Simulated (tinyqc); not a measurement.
Comparisons within one model: valley splitting in a one-orbital chain of atomic planes (second-neighbour model). A value that a table varies takes the place of the one given here.

Each (001) plane carries one orbital with energy e0, hopping v to the next plane and u to the second: E(phi) = e0 + 2 v cos(phi) + 2 u cos(2 phi), where phi = pi - k a/4 (the sign of every second orbital is chosen so that v > 0, which shifts the phase by pi). The minimum lies at cos(phi0) = -v/(4u), phi0 = pi - (pi/2) k0 for a valley at k0 (2 pi/a), and e0 puts it at zero. A slab of N planes has hard walls: the matrix simply ends.

A well of Nw planes between barriers of 40 planes each (as of a SiGe alloy, taken as an offset alone). With x = j - 39.5 for plane j = 0, 1, ..., the potential is V0 (f(x) + f(Nw - x)) + F (j - 40) a/4, f(y) = 1/(1 + exp(y/L)), a step for L = 0; L is in planes, 4 L is about the distance over which f goes from 0.88 to 0.12, and 1 MV/m = 1e-4 V/angstrom.

Constants: hbar^2/2m0 = 3.80998211 eV angstrom^2.

Inputs chosen for the exercise (near those of the Delta valleys of silicon; abrupt walls in this chain split the valleys several times more than measured wells; shifted at random, so the results belong to these values and not to a real crystal): a = 5.431 angstrom (lattice constant; planes lie a/4 apart); ml = 0.975 m0 (longitudinal mass); N0 = 26 (first number of planes); Nf = 120 (planes in the thick slab); V0 = 0.25 eV (barrier height); F = 8 MV/m (field); Nw = 68 (planes in the well); k0 = 0.853 2 pi/a (position of the valley).

## Splitting against the number of planes

u = 0.559221 eV
v = 0.511934 eV
e0 = 1.235603 eV
phi0 = 1.801703 rad

Ten slabs from N0 on, of thickness (N - 1) a/4 between the outer planes. Effective mass: E1 = (c/ml)(pi/W)^2 with W = (N + 2) a/4: the amplitude vanishes on two missing planes at each end, and the envelope has its nodes N + 2 spacings apart. Large-N estimate of the splitting: 16 pi^2 u |sin(phi0) sin((N + 2) phi0)|/(N + 2)^3.

Doublet (meV):

| N | thickness (angstrom) | mean level | effective mass | splitting | estimate |
|---|---|---|---|---|---|
| 26 | 33.94 | 26.56 | 26.68 | 0.860 | 0.710 |
| 27 | 35.30 | 24.84 | 24.88 | 3.146 | 3.228 |
| 28 | 36.66 | 23.18 | 23.25 | 1.993 | 1.912 |
| 29 | 38.02 | 21.71 | 21.77 | 1.751 | 1.850 |
| 30 | 39.37 | 20.41 | 20.43 | 2.373 | 2.345 |
| 31 | 40.73 | 19.15 | 19.21 | 0.468 | 0.555 |
| 32 | 42.09 | 18.09 | 18.10 | 2.176 | 2.187 |
| 33 | 43.45 | 17.03 | 17.08 | 0.514 | 0.453 |
| 34 | 44.81 | 16.12 | 16.14 | 1.617 | 1.652 |
| 35 | 46.16 | 15.26 | 15.28 | 1.114 | 1.080 |

The mean level falls smoothly, from 26.6 to 15.3 meV, within 0.5 % of the effective-mass value. The splitting swings between 0.468 (N = 31) and 3.146 meV (N = 27): one plane more or less changes the phase between the two walls by phi0 = 1.802 rad. The estimate misses the computed values by at most 0.150 meV.

## Splitting against the electric field

A thick slab in a field F: plane j = 0, 1, ... gains the energy F j a/4 (1 MV/m = 1e-4 V/angstrom), which presses the electron against the first wall. The exponent is the slope of ln(splitting) against ln F between 20 and 50 MV/m.

Doublet:

| F (MV/m) | mean level (meV) | splitting (meV) | splitting/F (meV per MV/m) |
|---|---|---|---|
| 1 | 7.73 | 0.1395 | 0.1395 |
| 2 | 12.18 | 0.2790 | 0.1395 |
| 5 | 22.16 | 0.6977 | 0.1395 |
| 10 | 34.74 | 1.3957 | 0.1396 |
| 20 | 54.26 | 2.7925 | 0.1396 |
| 30 | 70.28 | 4.1901 | 0.1397 |
| 50 | 97.07 | 6.9878 | 0.1398 |

exponent = 1.00

The splitting goes from 0.1395 to 6.9878 meV. At high field it grows as F^1.00: at a single hard wall it follows the squared slope of the envelope, which is proportional to F, while the level itself grows about as F^(2/3) (here F^0.63). A hard wall is the sharpest interface possible; real Si interfaces split several times less.

## Sharp and graded interfaces

The lowest doublet for several interface widths L.

Doublet:

| L (planes) | 4 L (angstrom) | mean level (meV) | splitting (micro-eV) |
|---|---|---|---|
| 0.00 | 0.00 | 27.75 | 1116.36 |
| 0.25 | 1.36 | 27.91 | 561.88 |
| 0.50 | 2.72 | 28.14 | 96.98 |
| 0.75 | 4.07 | 28.43 | 17.43 |
| 1.00 | 5.43 | 28.80 | 3.19 |
| 1.50 | 8.15 | 29.73 | 0.08 |
| 2.00 | 10.86 | 30.84 | 0.00 |

The mean level moves by +3.1 meV over the table, while the splitting falls from 1116.4 micro-eV at a step to 3.19 at L = 1 plane, a factor 350. Coupling the valleys needs the Fourier component of the potential at twice the valley wave vector, a period of a few planes, and grading removes it. Random alloy disorder, left out here, sets the splitting once this part is gone.

## What each parameter does

Step interfaces (L = 0). u, v, e0 follow from 8 u sin^2(phi0) = (2c/ml)/(a/4)^2, v = -4u cos(phi0), e0 = 2u + v^2/(4u), c = hbar^2/2m0. Each row changes one parameter from the base and keeps the others.

Results:

| case | mean level (meV) | splitting (micro-eV) |
|---|---|---|
| base | 27.75 | 1116.4 |
| k0 = 0.863 2 pi/a | 27.75 | 1112.5 |
| ml = 1.073 m0 | 26.90 | 1116.4 |
| V0 = 0.375 eV | 28.32 | 1116.4 |
| F = 16 MV/m | 42.32 | 2233.3 |
| Nw = 69 | 27.75 | 1116.6 |

The largest shifts from the base row, up to three for each result and ties (the steps differ in size, so this ranks the rows, not the parameters). mean level (meV): F +14.57, ml -0.85, V0 +0.57; unchanged at the printed digits by k0 and Nw. splitting (micro-eV): F +1116.9, k0 -3.8, Nw +0.2; unchanged at the printed digits by ml and V0.

Program tinyqc; command `OMP_NUM_THREADS=1 python tinyqc.py 1481303 1481304 out.jsonl`; about 0.02 s on one thread of a shared Intel(R) Xeon(R) Processor @ 2.30GHz.
